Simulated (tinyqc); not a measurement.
## Reset of a mushroom phase-change cell, hemispherical electro-thermal model: scaling of the melting current

Current spreads from a hemispherical contact of radius r0 into a large dome with constant rho and ka: j = I/(2 pi r^2). With s = r0/r the steady rise is T - T0 = c (b s - s^2), c = I^2 rho/(8 pi^2 ka r0^2). The heat lost through the heater, (T(r0) - T0)/Rh, fixes b = (2 + g)/(1 + g), g = 1/(2 pi ka r0 Rh).

The peak lies at s = b/2 with the rise c b^2/4; melting starts at the current where that equals Tm - T0, and the molten shell spans the roots of s^2 - b s + (Tm - T0)/c = 0 (s at most 1). Electrical resistance rho/(2 pi r0). Rh is scaled as 1/r0, as for an isotropic shrink, in the last two columns and held fixed in the first two.

Values chosen for this exercise; values of the order of Ge-Sb-Te and related chalcogenides:
- T0 = 300 K (ambient temperature)
- Tm = 892 K (melting point)
- rho = 4.3 mohm cm (resistivity of the hot chalcogenide)
- ka = 0.7 W/(m K) (its thermal conductivity)
- Rh = 40 K/uW (thermal resistance of the path through the heater)

Results:

| r0 (nm) | Im (uA) | Im/(2 pi r0^2) (MA/cm^2) | Im with Rh = Rh (9 nm/r0) (uA) | power there (uW) |
|---|---|---|---|---|
| 5 | 187.9 | 119.6 | 171.0 | 40.04 |
| 8 | 278.5 | 69.26 | 273.6 | 64.06 |
| 17 | 536.1 | 29.52 | 581.5 | 136.1 |
| 24 | 732.1 | 20.23 | 820.9 | 192.2 |
| 33 | 982.5 | 14.36 | 1129 | 264.2 |
| 45 | 1315 | 10.34 | 1539 | 360.3 |
| 60 | 1730 | 7.648 | 2052 | 480.4 |

Estimate the missing row, r0 = 12 nm.

Computed row:

| r0 (nm) | Im (uA) | Im/(2 pi r0^2) (MA/cm^2) | Im with Rh = Rh (9 nm/r0) (uA) | power there (uW) |
|---|---|---|---|---|
| 12 | 394.4 | 43.59 | 410.5 | 96.08 |

With this row back in the table: With isotropic scaling Im and the power go as r0^(1.00) and r0^(1.00), so the current density grows as 1/r0 and the voltage stays fixed. With Rh held, Im goes as r0^(0.89) over the table, as the heater path weighs more for a small contact. For r0 = 5, 8 boundary thermal resistance, left out here, would dominate.

Range of the model: Constant properties, no latent heat, thermoelectric terms, boundary resistance or heating in the heater itself.

Program tinyqc, `OMP_NUM_THREADS=1 python tinyqc.py 2490006 2490007 out.jsonl`; Intel Xeon 2.30GHz, shared host, one thread, about 0.01 s.
